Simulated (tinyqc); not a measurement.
## Barrier and mass from two temperatures

Question. The saturation current of a Schottky diode is J0 = A* T^2 exp(-q phi/(kB T)) with a fixed barrier and A* = 4 pi q me m0 kB^2/h^3 (times 1e-4 for A/(cm^2 K^2)). Find phi, A* and me.

Constants: q = 1.602176634e-19 C, kB = 1.380649e-23 J/K, h = 6.62607015e-34 J s, m0 = 9.1093837015e-31 kg. Results are converted to the units shown.

J0 at 280 and 350 K (A/cm^2): [8.7320529e-10, 1.3267982e-6]

Solution. The slope of ln(J0/T^2) against q/(kB T) is -phi and the intercept is ln A*.

phi = 0.8300 eV
A* = 9.686 A/(cm^2 K^2)
me = 0.08060 m0

tinyqc, about 0.01 s, one thread, Intel Xeon 2.30GHz (shared host): `OMP_NUM_THREADS=1 python tinyqc.py 2640163 2640164 out.jsonl`
